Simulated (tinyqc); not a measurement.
## Signal and retention of a DRAM cell: failing cells against the refresh interval

A stored one starts at Vd and leaks: Cs dV/dt = -I(V), I = a sqrt((V + Vb)/(Vd + Vb)) + b, with a = Ig exp[-(Eg1 q/kB)(1/T - 1/T0)] (generation in a depletion layer) and b = Is exp[-(Es q/kB)(1/T - 1/T0)]. The bit line is precharged to Vd/2, and charge sharing gives the signal (V - Vd/2) Cs/(Cs + Cb).

The cell fails below Vc = Vd/2 + dm (Cs + Cb)/Cs. With s = sqrt((Vc + Vb)/(Vd + Vb)), the time from Vd to Vc is t = [2 Cs (Vd + Vb)/a] [1 - s - (b/a) ln((a + b)/(a s + b))]. This time is the median of a log-normal spread: failing cells = Nc erfc(z/sqrt 2)/2, z = ln(t/tr)/sg.

Parameters, values chosen for the exercise:
- Vd = 1.5 V (array voltage)
- Cs = 13 fF (cell capacitance)
- Cb = 110 fF (bit-line capacitance)
- dm = 55 mV (smallest signal that the sense amplifier resolves)
- Vb = 1.65 V (built-in plus back-bias voltage of the storage junction)
- Ig = 1.4 fA (junction leakage at V = Vd and T0)
- Is = 0.17 fA (voltage-independent leakage at T0)
- Es = 0.31 eV (activation energy of Is)
- T0 = 358 K (reference temperature)
- T = 358 K (temperature)
- sg = 0.74 (deviation of ln(retention time) over the cells)
- Nc = 1.07e9 (cells)
- Eg1 = 0.52 eV (activation energy of Ig)

Constants: q = 1.602176634e-19 C, kB = 1.380649e-23 J/K. Results are converted to the units shown.

Result of one run:

| tr (ms) | z | failing cells |
|---|---|---|
| 1024 | 0.85877 | 2.0890e8 |

What becomes of these results when the refresh interval tr is changed from 1024 to 256 ms, all else the same?

Result of the changed run:

| tr (ms) | z | failing cells |
|---|---|---|
| 256 | 2.7321 | 3.3664e6 |

The whole series:

| tr (ms) | z | failing cells |
|---|---|---|
| 16 | 6.4789 | 0.049435 |
| 32 | 5.5422 | 15.980 |
| 64 | 4.6055 | 2201.2 |
| 128 | 3.6688 | 1.3036e5 |
| 256 | 2.7321 | 3.3664e6 |
| 512 | 1.7955 | 3.8831e7 |
| 1024 | 0.85877 | 2.0890e8 |
| 2048 | -0.077912 | 5.6822e8 |

Doubling the interval lowers z by ln 2/sg = 0.937 and multiplies the count by 323 between the first two rows and by 2.72 between the last two. The count passes 1 at tr = 32 ms among the rows.

Range of the model: Real arrays also hold a tail of unusually leaky cells and cells whose retention varies in time, which this model lacks.

Computed by the program tinyqc: `OMP_NUM_THREADS=1 python tinyqc.py 2130039 2130040 out.jsonl`, one thread of a shared Intel Xeon 2.30GHz, about 0.01 s for the whole run.
